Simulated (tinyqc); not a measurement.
What moves the results: strain-driven crossing of the Gamma and L valleys in a germanium-like crystal alloyed with tin. A value that a table varies takes the place of the one given here.

Biaxial loads: e0 is the in-plane strain e_par and the normal is free. (001): e_perp = -2 (C12/C11) e_par; exx = eyy = e_par, ezz = e_perp, no shear. (111): e_perp = -(2 C11 + 4 C12 - 4 C44)/(C11 + 2 C12 + 4 C44) e_par; exx = eyy = ezz = (2 e_par + e_perp)/3 and exy = eyz = ezx = (e_perp - e_par)/3. (110): e_perp = -(C11 + 3 C12 - 2 C44)/(C11 + C12 + 2 C44) e_par; exx = eyy = (e_par + e_perp)/2, ezz = e_par, exy = (e_perp - e_par)/2, eyz = ezx = 0. Uniaxial loads: a stress along n, scaled so that n.e.n = e0, with exx = s11 sxx + s12 (syy + szz), exy = s44 sxy/2, s11 = (C11 + C12)/((C11 - C12)(C11 + 2 C12)), s12 = -C12/((C11 - C12)(C11 + 2 C12)), s44 = 1/C44.

Edges from the unstrained valence top: Gamma at Eg + ac tr(e); an L valley with unit axis u at EgL + aL tr(e) + XuL (u.e.u - tr(e)/3), u along [111], [1-1-1], [-11-1], [-1-11]; valence edges are the levels of the 6 x 6 matrix of X, Y, Z times spin with -Dso/3 + l exx + m (eyy + ezz) on the diagonal (cyclic), n exy off it, l = av + 2 b, m = av - b, n = sqrt(3) d. Spin-orbit term (Dso/3) L.sigma on X, Y, Z with (L_k)_ij = -i epsilon_kij: <X+|H|Y+> = -i Dso/3, <X+|H|Z-> = Dso/3, <Y+|H|Z-> = -i Dso/3, <Z+|H|X-> = -Dso/3, <Z+|H|Y-> = i Dso/3, <X-|H|Y-> = i Dso/3, and their conjugates; + and - are the spin along z.

With tin the unstrained gaps become E(y) = (1 - y) E + y EgS - CS y (1 - y); all other values are kept.
Constants: kB = 8.617333262e-05 eV/K.

Parameters, chosen for this exercise (near those of Ge, gaps at low temperature; not measured data): Eg = 0.911 eV (gap at Gamma to the s-like level); EgL = 0.733 eV (gap to L); Dso = 0.284 eV (spin-orbit splitting); ac = -8.25 eV (conduction deformation potential); av = 1.22 eV (valence hydrostatic potential); b = -2.59 eV (tetragonal shear potential); d = -5.32 eV (trigonal shear potential); aL = -1.44 eV (hydrostatic potential of the L edge, Xd + Xu/3); XuL = 16.8 eV (uniaxial potential, L); y = 0.081 (tin fraction); EgS = (-0.354, 0.134) eV (Gamma and L gaps of the tin end); CS = (2.88, 1.08) eV (bowing of the Gamma and L gaps); C11 = 130.4 GPa; C12 = 47.8 GPa; C44 = 67 GPa; load = biaxial (110) (kind of strain); mG = 0.043 m0 (mass at Gamma); mL = 0.546 m0 (density-of-states mass of the four L valleys together); T = 77 K (temperature); e0 = 0.0116 (size of the strain).

## Sweep of a biaxial (110) strain

The valence splitting is the distance of the top two edges. Share in Gamma = mG^(3/2)/(mG^(3/2) + (mL^(3/2)/4) sum_i exp(-(E_Li - E_Gamma)/kT)).

Results:

| e0 (%) | direct gap (eV) | indirect gap (eV) | Gamma - L (meV) | valence splitting (meV) | share in Gamma (%) |
|---|---|---|---|---|---|
| -0.72 | 0.669 | 0.545 | 125 | 55 | 3.12e-08 |
| -0.27 | 0.622 | 0.582 | 40 | 22 | 0.00987 |
| 0.17 | 0.562 | 0.576 | -14 | 15 | 26.8 |
| 0.62 | 0.472 | 0.497 | -25 | 57 | 66.4 |
| 1.06 | 0.381 | 0.417 | -36 | 103 | 91.0 |
| 1.51 | 0.285 | 0.332 | -47 | 151 | 98.2 |
| 1.95 | 0.190 | 0.248 | -58 | 201 | 99.6 |
| 2.40 | 0.090 | 0.159 | -69 | 253 | 99.9 |

Gamma drops below the lowest L valley between e0 = -0.27 and 0.17 %. This load splits the L valleys, and the lowest set changes where e0 changes sign, which bends the column Gamma - L. The direct gap goes from 0.669 to 0.090 eV; of that change -0.120 eV comes from the rise of the valence top through the shear terms and the rest from the volume. The share in Gamma goes from 3.12e-08 to 99.9 %.

## What each parameter does

Direct gap, Gamma minus the lowest L edge and the valence splitting. Each row changes one parameter from the base and keeps the others.

Results:

| case | direct gap (eV) | Gamma - L (meV) | valence splitting (meV) |
|---|---|---|---|
| base | 0.3599 | -38.5 | 113.2 |
| d = -4.522 eV | 0.3686 | -38.5 | 98.8 |
| C12 = 40.63 GPa | 0.3564 | -47.1 | 108.1 |
| av = 1.037 eV | 0.3632 | -38.5 | 113.2 |
| e0 = 0.01334 | 0.3229 | -42.8 | 132.0 |
| Dso = 0.2414 eV | 0.3580 | -38.5 | 115.1 |
| y = 0.09315 | 0.3156 | -64.7 | 113.2 |
| C44 = 77.05 GPa | 0.3548 | -51.1 | 105.8 |

The largest shifts from the base row, up to three for each result and ties (the steps differ in size, so this ranks the rows, not the parameters). direct gap (eV): y -0.0443, e0 -0.0370, d +0.0087. Gamma - L (meV): y -26.2, C44 -12.6, C12 -8.6; unchanged at the printed digits by d, av and Dso. valence splitting (meV): e0 +18.8, d -14.4, C44 -7.5; unchanged at the printed digits by av and y.

Computed by tinyqc, a small Python program: `OMP_NUM_THREADS=1 python tinyqc.py 1050331 1050332 out.jsonl` (the numbers bound the seed that draws the inputs); one thread of a shared host (Intel(R) Xeon(R) Processor @ 2.30GHz), about 0.01 s for the whole set of steps.
